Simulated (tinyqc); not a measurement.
Trench capacitor in an array: capacitance, non-linearity, leakage and relaxation: capacitance, non-linearity and leakage against thickness.

A film between two metal electrodes, each interface adding a series capacitance ci. The small-signal permittivity is ek (1 + aq E^2); the field is found with the linear permittivity. Leakage J = J0 sinh(E/Ef). After a voltage step the film passes a relaxation current kr C V tt^(-nr), tt being the time in seconds. The sidewall is a coaxial capacitor with radii a = dm/2 - t and b = dm/2, depth AR dm; the end face is left out.

Planar film: Cf = eps0 ek/t, 1/C = 1/Cf + 2/ci, EOT = 3.9 eps0/C, effective permittivity C t/eps0, E = (V/t) C/Cf; quadratic coefficient [C(V)/C - 1]/V^2 with Cf (1 + aq E^2) in C(V).

Parameters, values chosen for the exercise; permittivity of the order of that of titanium dioxide: relative permittivity of the film ek = 85.6; capacitance of each electrode interface (dead layer and screening) ci = 130 uF/cm^2; quadratic field coefficient of the permittivity aq = 0.011 cm^2/MV^2; bias V = 1.9 V; leakage prefactor J0 = 5.7e-11 A/cm^2; field for an e-fold rise of the leakage Ef = 0.49 MV/cm.

Constants: eps0 = 8.8541878128e-14 F/cm where lengths are in cm. Results are converted to the units shown.

Result of one run:
```
C (uF/cm^2),EOT (nm),effective permittivity,E (MV/cm),quadratic coefficient (ppm/V^2),J (A/cm^2)
5.7566,0.59985,78.019,1.4431,5772.0,5.4037e-10
```

Which film thickness t gave this result: 12, 21, 35, 46 or 60 nm?

t = 12 nm.

The whole series:
```
t (nm),C (uF/cm^2),EOT (nm),effective permittivity,E (MV/cm),quadratic coefficient (ppm/V^2),J (A/cm^2)
7.3,8.9525,0.38572,73.810,2.2443,13133,2.7792e-9
9.5,7.1059,0.48595,76.242,1.7814,8579.3,1.0799e-9
12,5.7566,0.59985,78.019,1.4431,5772.0,5.4037e-10
16,4.4152,0.78210,79.785,1.1068,3476.2,2.6983e-10
21,3.4193,1.0099,81.097,0.85717,2120.1,1.5894e-10
27,2.6909,1.2833,82.056,0.67457,1328.9,1.0571e-10
35,2.0957,1.6478,82.840,0.52535,813.80,7.3513e-11
46,1.6069,2.1489,83.484,0.40283,482.22,5.2320e-11
60,1.2391,2.7868,83.968,0.31063,288.41,3.8604e-11
```

C falls from 8.95 to 1.24 uF/cm^2 while the effective permittivity goes from 73.8 to 84.0 (ek = 85.6). EOT is a straight line in t with slope 3.9/ek = 0.0456 and intercept 0.0531 nm. The quadratic coefficient goes as t^(-1.62) between the first two rows and t^(-1.93) between the last two (-2 without interfaces), and J falls by 1.86 decades.

Numbers from tinyqc (`OMP_NUM_THREADS=1 python tinyqc.py 2102142 2102143 out.jsonl`; about 0.01 s on one thread of a shared Intel Xeon 2.30GHz).
